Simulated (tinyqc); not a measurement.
Worked calculation: permeation of metal atoms or ions through a thin barrier or dielectric: time lag, field-aided drift and lifetime. Computed by tinyqc, a small Python program that keeps every step. Command: `OMP_NUM_THREADS=1 python tinyqc.py 3011682 3011683 out.jsonl barrier walk`. One thread of a shared host (Intel(R) Xeon(R) Processor @ 2.30GHz), about 0.01 s of CPU time with the checks. Intermediate numbers are printed to about 5 digits and carried at full precision; extremes and crossings named in words are read from the listed rows.

The film 0 < x < d is empty at first; C = C0 at x = 0 and C = 0 at x = d. dC/dt = D d2C/dx2 - v dC/dx with drift v = D z e V/(k_B T d) (uniform field, no space charge).

Inputs (values chosen for the exercise, for a model case: singly charged ions through a dielectric):

| quantity | value | unit |
|---|---|---|
| thickness d | 93 | nm |
| prefactor D0 | 2.8e-06 | cm^2/s |
| activation energy E | 0.782 | eV |
| concentration at the source side C0 | 1e+14 | 1/cm^3 |
| charge number z | 1 | - |
| voltage V (positive drives ions across) | 0.52 | V |
| critical dose Q_c | 5e+09 | 1/cm^2 |
| test temperature T | 225 | C |
| use temperature T_u | 85 | C |
| time in units of d^2/D, s | 0.18 | - |

Constants: k_B = 8.617333262e-05 eV/K.

## Scales

D = D0 exp(-E/(k_B T)); time scale d^2/D; Peclet number P = z V/(k_B T), k_B T in eV; 1 nm = 1e-7 cm. Temperatures in kelvin are T(C) + 273.15.

diffusivity D = 3.4330e-14 cm^2/s

time scale d^2/D = 2519.4 s

Peclet number P = 12.114

## Steady flux and time lag

Steady flux J = (D C0/d) P/(1 - exp(-P)); time lag in units of d^2/D: s_L = [P (1 + exp(-P))/(1 - exp(-P)) - 2]/P^2 (P = 0: J = D C0/d, s_L = 1/6).

flux relative to D C0/d = 12.114

steady flux J = 4.4716e+06 1/(cm^2 s)

time lag s_L = 0.068924

time lag = 173.64 s

Drift rules: J tends to v C0 and the lag to the transit time d/v.

## Dose at time s

Dose through the film Q(s) = C0 d {f (s - s_L) - 2 exp(P/2) sum_(n=1..200) (-1)^n n^2 pi^2 exp(-l_n s)/l_n^2}, l_n = n^2 pi^2 + P^2/4, f = P/(1 - exp(-P)) the relative flux.

Q/(C0 d) = 1.3464

dose Q = 1.2522e+09 1/cm^2

time = 453.49 s

## Time to the critical dose

Solve Q = Q_c for s. At the use temperature D and P take T_u, with the same C0 and V; 1 year = 3.15576e7 s.

s at the critical dose = 0.51275

failure time at T = 1291.8 s

failure time at T_u = 0.036696 years

Failure comes long after the lag, in steady flow: t is near Q_c/J. Caution: grain boundaries, pinholes, trapping and space charge are left out; thin real barriers usually fail at defects.

## Approach to the steady line

Short-time form for P = 0: Q/(C0 d) = 4 sqrt(s) ierfc(1/(2 sqrt(s))), ierfc(y) = exp(-y^2)/sqrt(pi) - y erfc(y).

Q/(C0 d):

| s | series | steady line f (s - s_L) | series without field | short-time form, no field |
|---|---|---|---|---|
| 0.03 | 8.3847e-04 | -0.472 | 4.8419e-06 | 4.8419e-06 |
| 0.05 | 2.9908e-02 | -0.229 | 2.6934e-04 | 2.6934e-04 |
| 0.08 | 2.1510e-01 | 0.134 | 3.2066e-03 | 3.2066e-03 |
| 0.12 | 6.3267e-01 | 0.619 | 1.4887e-02 | 1.4887e-02 |
| 0.20 | 1.5882e+00 | 1.588 | 6.1464e-02 | 6.1463e-02 |
| 0.30 | 2.7992e+00 | 2.799 | 1.4382e-01 | 1.4379e-01 |
| 0.50 | 5.2219e+00 | 5.222 | 3.3479e-01 | 3.3326e-01 |
| 0.80 | 8.8560e+00 | 8.856 | 6.3341e-01 | 6.1838e-01 |
| 1.20 | 1.3701e+01 | 13.701 | 1.0333e+00 | 9.7002e-01 |

The dose lies above the steady line at all times and, among these rows, is within 1 % of it from s = 0.2 on (the lag is s_L = 0.069); for a known P the intercept of that line gives D and its slope D C0. The field changes the dose by a factor 173 in the first row and 13.3 in the last; at short times the factor tends to exp(P/2) = 427.

Checks made by the program: series against a 300-cell finite-difference solution (relative difference 7e-09).
